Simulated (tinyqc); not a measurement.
Schottky barrier with interface states (Cowley-Sze model), image lowering and contact resistance. Changing the interface-state density D. Computed by tinyqc, a small Python program. Command: `OMP_NUM_THREADS=1 python tinyqc.py 3028277 3028278 out.jsonl pinning sweep`. One thread of a shared host (Intel(R) Xeon(R) Processor @ 2.30GHz), about 0.02 s of CPU time with the checks.

An n-type semiconductor under a metal. The barrier lies between the Schottky-Mott limit phi_M - chi and the Bardeen limit E_g - E_n, E_n being the neutrality level of the interface states; the space-charge term of the full Cowley-Sze expression is left out.

Inputs (values chosen for the exercise, for a model semiconductor):
```
quantity                                       value   unit
gap E_g                                         2.66     eV
electron affinity chi                           4.16     eV
metal work function phi_M                       5.17     eV
neutrality level E_n above the valence band     1.04     eV
dipole layer thickness delta                    0.26     nm
dipole layer constant eps_i                        1      -
dielectric constant eps_s                       9.36      -
electron mass m_e                              0.174    m_0
valleys M_c                                        1      -
donor density N                              4.3e+16  cm^-3
temperature T                                    425      K
reverse bias V_r                                0.42      V
```

Pinning factor from: interface states.

Constants: e = 1.602176634e-19 C; eps_0 = 8.8541878128e-12 F/m; k_B = 8.617333262e-05 eV/K; m_0 = 9.1093837015e-31 kg; k_B = 1.380649e-23 J/K; h = 6.62607015e-34 J s; hbar = 1.054571817e-34 J s.

Method:
- S = 1/(1 + e^2 D delta/(eps_i eps_0)); for D per eV, e^2 D is the number e x D in SI units, with 1 cm^-2 = 1e4 m^-2.
- phi_B = S (phi_M - chi) + (1 - S)(E_g - E_n); the hole barrier is E_g - phi_B.
- N_c = 2 M_c (2 pi m_e k_B T/h^2)^(3/2); xi = E_c - E_F solves N = N_c F_1/2(-xi/k_B T) (bisection; full ionisation).
- F_1/2(eta) = (2/sqrt(pi)) int_0^infinity sqrt(x)/(1 + exp(x - eta)) dx, by the trapezoid rule in t = sqrt(x) with step 0.02 up to t = 12 (for eta < -12 by exp(eta) - exp(2 eta)/2^(3/2)).
- V_bi = phi_B - xi; W = sqrt(2 eps_s eps_0 (V_bi + V_r - k_B T/e)/(e N)); field at the metal E_m = e N W/(eps_s eps_0); image lowering sqrt(e E_m/(4 pi eps_s eps_0)).
- A* = 4 pi e m_e M_c k_B^2/h^3 (a simple valley count); J_s = A* T^2 exp(-phi/k_B T).
- J_0 uses phi_B; the reverse current uses phi_B less the image lowering, times 1 - exp(-V_r/k_B T).
- E_00 = (e hbar/2) sqrt(N/(m_e eps_s eps_0)), E_0 = E_00 coth(E_00/k_B T); scaling form of the contact resistivity rho_c = (k_B/(e A* T)) exp(phi_B/E_0), which is the thermionic result when E_00 << k_B T and keeps only the leading exponential of tunnelling when E_00 >> k_B T; image lowering is left out of it.

One run for each value; columns: (1) interface-state density D (cm^-2 eV^-1); (2) pinning factor S; (3) barrier phi_B (eV); (4) J_0 (A/cm^2); (5) contact resistivity rho_c (ohm cm^2):
```
(1)           (2)     (3)         (4)         (5)
1.00e+11  0.99532  1.0129  3.6845e-06  9.3388e+03
3.00e+11  0.98608  1.0185  3.1592e-06  1.0888e+04
1.00e+12  0.95507  1.0374  1.8846e-06  1.8230e+04
3.00e+12  0.87632  1.0854  5.0765e-07  6.7478e+04
1.00e+13  0.68005  1.2052  1.9315e-08  1.7605e+06
3.00e+13  0.41469  1.3670  2.3249e-10  1.4481e+08
1.00e+14  0.17529  1.5131  4.3120e-12  7.7377e+09
3.00e+14  0.06616  1.5796  7.0029e-13  4.7449e+10
1.00e+15  0.02081  1.6073  3.2903e-13  1.0082e+11
```

What does the table show?

Over the rows, pinning factor S falls from 0.995 to 0.0208 (exponent d ln y / d ln x -0.0085 between the first rows and -0.96 between the last); barrier phi_B (eV) rises from 1.01 to 1.61 (exponent d ln y / d ln x 0.0050 between the first rows and 0.014 between the last); J_0 (A/cm^2) falls from 3.68e-6 to 3.29e-13 (exponent d ln y / d ln x -0.14 between the first rows and -0.63 between the last).
